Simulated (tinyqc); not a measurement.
G0W0 on RHF in the sto-6g basis, for Li+, spin multiplicity 1, step by step. One step of it, computed by the program tinyqc.

Question. G0W0 on Hartree-Fock: HOMO. W(p,q,m) = sqrt2 sum_ia (pq|ia) (X+Y)_ia,m; Sigma_c(x) = sum_(i,m) W^2/(x - e_i + w_m) + sum_(a,m) W^2/(x - e_a - w_m); solve x = e_p + Sigma_c(x) by Newton steps; Z = 1/(1 - dSigma/dx); 1 hartree = 27.211386 eV.

orbital energies (hartree): [-2.776764, -0.178551, -0.095909, -0.095909, -0.095909]

Two-electron integrals over orbitals (pq|rs), unique and non-zero (hartree):
```
(11|11) 1.667805    (21|11) -0.182217   (21|21) 0.031344    (22|11) 0.404780
(22|21) -0.009899   (22|22) 0.283189    (31|31) 0.009946    (32|31) 0.013403
(32|32) 0.060943    (33|11) 0.397011    (33|21) -0.005643   (33|22) 0.286209
(33|33) 0.313125    (41|41) 0.009946    (42|41) 0.013403    (42|42) 0.060943
(43|43) 0.016875    (44|11) 0.397011    (44|21) -0.005643   (44|22) 0.286209
(44|33) 0.279374    (44|44) 0.313125    (51|51) 0.009946    (52|51) 0.013403
(52|52) 0.060943    (53|53) 0.016875    (54|54) 0.016875    (55|11) 0.397011
(55|21) -0.005643   (55|22) 0.286209    (55|33) 0.279374    (55|44) 0.279374
(55|55) 0.313125
```

excitation energies w (hartree): [2.660163, 2.700674, 2.700674, 2.700674]

X + Y, order 1>2, 1>3, 1>4, 1>5:
```
[[0.988288, 0.000000, 0.000000, 0.000000],
 [0.000000, 0.986670, -0.128649, -0.050916],
 [0.000000, 0.072005, 0.790534, -0.602108],
 [0.000000, 0.118146, 0.592594, 0.792172]]
```

Give: The 12 largest terms at x = e_p; Newton steps; quasiparticle energy of the HOMO; Hartree-Fock value.

Answer.

The 12 largest terms at x = e_p (hartree; W for the signs of X + Y given):
```
q  m          W       term
1  1     -0.255      0.024
2  1      0.044  -3.65e-04
3  2      0.014  -3.58e-05
5  4      0.011  -2.31e-05
4  3      0.011  -2.30e-05
4  4     -0.008  -1.33e-05
5  3      0.008  -1.29e-05
3  3  -1.81e-03  -6.08e-07
5  2   1.66e-03  -5.13e-07
4  2   1.01e-03  -1.91e-07
3  4  -7.16e-04  -9.53e-08
```

Newton steps (hartree):
```
step       x  Sigma_c(x)      Z
0     -2.777       0.024  0.991
1     -2.753       0.024  0.991
2     -2.753       0.024  0.991
```

quasiparticle energy of the HOMO = -74.915 eV

Hartree-Fock value = -75.560 eV
